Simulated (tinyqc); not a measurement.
Wafer bonding and layer transfer: bond energy, gap closing, particles, bonding of dissimilar wafers and hydrogen blisters: one step, computed by the program tinyqc.

gamma is the energy per area of each of the two surfaces; plates are isotropic, and both wafers have E1 and t1.

Task: Blistering after hydrogen implantation. A flat crack of radius r under a layer of thickness d, as a clamped plate: centre height w = 3 p r^4/(16 E' d^3), volume pi r^2 w/3, energy release G = 3 p^2 r^4/(32 E' d^3), E' = E1/(1 - nu^2). It grows when G = 2 gamma_s. The gas comes from the area pi r^2: p V = (dose x share/2) pi r^2 k_B T, and G = p w/2 = (3/2) N k_B T with N the H2 molecules per area. Share needed: G = 2 gamma_s. The pressure and height at growth are given for r = 10 d.

Inputs (values chosen for the exercise, for model wafers): Young's modulus E1 = 139 GPa; Poisson ratio nu = 0.26; implant depth d = 0.4 micrometre; hydrogen dose = 3.4 1e16/cm^2; share of the dose released as H2 = 0.36; surface energy of the weakened plane gamma_s = 0.54 J/m^2; anneal temperature T = 650 K.

Constants: k_B = 1.380649e-23 J/K.

Give: energy release G; share of the dose needed; pressure at growth; height at growth.

Result:

energy release G = 0.8238 J/m^2

share of the dose needed = 0.4719

pressure at growth = 20.72 MPa

height at growth = 104.2 nm

The released gas does not suffice by this estimate. In this plate limit G depends on neither r nor d.
